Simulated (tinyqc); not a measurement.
Retention against temperature.

Retention: filled traps are spread evenly in depth from E1 to E2, and each empties at the rate nu exp(-E/kB T). The share left is the mean of exp(-nu t exp(-E/kB T)) = [kB T/(E2 - E1)] [E1x(nu t exp(-E2/kB T)) - E1x(nu t exp(-E1/kB T))], E1x the exponential integral; traps shallower than about Ed = kB T ln(nu t) are empty. t = 3.15576e8 s; the last column is the bake time at 523 K with the same Ed.

Parameters, values chosen for the exercise:

| symbol | value | unit | meaning |
|---|---|---|---|
| E1 | 0.79 | eV | shallowest trap depth |
| E2 | 1.79 | eV | deepest trap depth |
| nu | 1e12 | 1/s | attempt frequency |

Constants: q = 1.602176634e-19 C, kB = 1.380649e-23 J/K, Vt = kB T/q. Results are converted to the units shown.

Retention against temperature:

| T (K) | Ed (eV) | share left | equivalent bake at 523 K (s) |
|---|---|---|---|
| 300 | 1.220 | 0.5548 | 0.5735 |
| 328 | 1.334 | 0.4396 | 7.179 |
| 358 | 1.456 | 0.3160 | 107.6 |
| 378 | 1.538 | 0.2337 | 654.3 |
| 398 | 1.619 | 0.1516 | 3978 |
| 423 | 1.721 | 0.05365 | 3.798e4 |
| 448 | 1.822 | 0.001248 | 3.626e5 |

What does the table show?

The share left falls from 0.555 to 0.00125. Apart from the width of the edge only the product T ln(nu t) counts, so ten years at 358 K equal 108 s at 523 K; no single activation energy describes the loss, since Ed itself moves.

Program tinyqc, `OMP_NUM_THREADS=1 python tinyqc.py 2130138 2130139 out.jsonl`; Intel Xeon 2.30GHz, shared host, one thread, about 0.06 s.
